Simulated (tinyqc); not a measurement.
G0W0 on RHF in the sto-3g basis, for H2, spin multiplicity 1, step by step. One step of it, computed by the program tinyqc.

Question. G0W0 on Hartree-Fock: LUMO. W(p,q,m) = sqrt2 sum_ia (pq|ia) (X+Y)_ia,m; Sigma_c(x) = sum_(i,m) W^2/(x - e_i + w_m) + sum_(a,m) W^2/(x - e_a - w_m); solve x = e_p + Sigma_c(x) by Newton steps; Z = 1/(1 - dSigma/dx); 1 hartree = 27.211386 eV.

orbital energies (hartree): [-0.591597, 0.704184]

Two-electron integrals over orbitals (pq|rs), unique and non-zero (hartree):
```
(11|11) 0.680673   (21|21) 0.179493   (22|11) 0.669141   (22|22) 0.703413
```

excitation energies w (hartree): [1.615359]

X + Y, order 1>2:
```
[[0.895636]]
```

Give: The 12 largest terms at x = e_p; Newton steps; quasiparticle energy of the LUMO; Hartree-Fock value.

Answer.

The 12 largest terms at x = e_p (hartree; W for the signs of X + Y given):
```
q  m       W    term
1  1  0.2273  0.0178
```

Newton steps (hartree):
```
step       x  Sigma_c(x)       Z
0     0.7042      0.0178  0.9939
1     0.7218      0.0176  0.9940
2     0.7218      0.0176  0.9940
```

quasiparticle energy of the LUMO = 19.6421 eV

Hartree-Fock value = 19.1618 eV
